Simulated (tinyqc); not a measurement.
# Diffusion length from constant photovoltage

Question. In a thick sample with a thin depletion layer the excess density at its edge goes as flux/(1/alpha + L), so the flux needed for a fixed surface photovoltage is proportional to 1/alpha + L. Find L.

photon flux for the same photovoltage at absorption coefficients 180 and 910 1/cm (relative units): 215.55556  170.98901

Solution. The line of flux against 1/alpha meets zero at -L.

slope against 1/alpha = 1.00 1/um
L = 160 um

Computed by the program tinyqc: `OMP_NUM_THREADS=1 python tinyqc.py 2430129 2430130 out.jsonl`, one thread of a shared Intel Xeon 2.30GHz, about 0.01 s for the whole run.
